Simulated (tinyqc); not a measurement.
Landau-Devonshire theory of a uniaxial ferroelectric: one step, computed by the program tinyqc.

G(P) = (alpha/2) P^2 + (beta*/4) P^4 + (gamma/6) P^6 - E P per volume, SI units, one domain, P along the polar axis, which is normal to the film.

Question. Temperatures of the first-order transition. T_C = T0* + 3 beta*^2/(16 alpha_0 gamma); the polar phase survives up to T1 = T0* + beta*^2/(4 alpha_0 gamma); at T_C Ps^2 = -3 beta*/(4 gamma); latent heat = (1/2) alpha_0 T_C Ps^2.

Inputs (values chosen for the exercise, for a model ferroelectric):
```
quantity,value,unit
alpha_0,1.45e+06,J m/(C^2 K)
Curie-Weiss temperature T0,370,K
gamma,1.63e+10,J m^9/C^6
temperature T,336,K
```

Sample: epitaxial film.

T0* = 440.2508 K

beta* = -4.668636e+09 J m^5/C^4

Give: transition temperature T_C; superheating limit T1; jump of Ps; latent heat.

Answer.

transition temperature T_C = 613.2 K

superheating limit T1 = 670.8 K

jump of Ps = 46.35 microcoulomb/cm^2

latent heat = 95.49 MJ/m^3

Thermal hysteresis can span at most T1 - T0* = 230.5 K.
